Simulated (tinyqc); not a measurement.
Inside a calculation. Method: tight binding, kagome lattice. One step of it, computed by the program tinyqc.

Question. Levels at K. Diagonalise the Hermitian matrix.

H(k) at K (eV), lower triangle (Hermitian):
```
                     A                    B         C
A             0.000000
B  -0.975000-1.255737i             0.000000
C  -0.975000+1.255737i  -0.975000-1.255737i  0.000000
```

Give: eigenvalues; weights |c|^2 of the basis functions.

Answer.

eigenvalues (eV): -1.9500  -1.2000  3.1500

weights |c|^2 of the basis functions:
```
   band 1  band 2  band 3
A  0.3333  0.3333  0.3333
B  0.3333  0.3333  0.3333
C  0.3333  0.3333  0.3333
```
